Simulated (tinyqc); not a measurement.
Slope factor and drain-induced lowering from three currents.

Problem. With source and body at 0 V, I = A exp((Vg + dd Vd)/(nf Vt)) (1 - exp(-Vd/Vt)). Find nf, the swing nf Vt ln 10 and dd.

Values chosen for this exercise:
- T = 398 K (temperature)

Constants: q = 1.602176634e-19 C, kB = 1.380649e-23 J/K, Vt = kB T/q. Results are converted to the units shown.

currents at (Vg, Vd) = (0, 0.05), (0, 1) and (0.1, 1) V (nA/um): 0.098478160  2.7145128  32.122334

Solution. The pair at equal Vd gives nf; the pair at equal Vg, after dividing out the factors 1 - exp(-Vd/Vt), gives dd.

nf = 1.18
swing = 93.2 mV/decade
dd = 0.130

Program tinyqc, `OMP_NUM_THREADS=1 python tinyqc.py 2242259 2242260 out.jsonl`; Intel Xeon 2.30GHz, shared host, one thread, about 0.03 s.
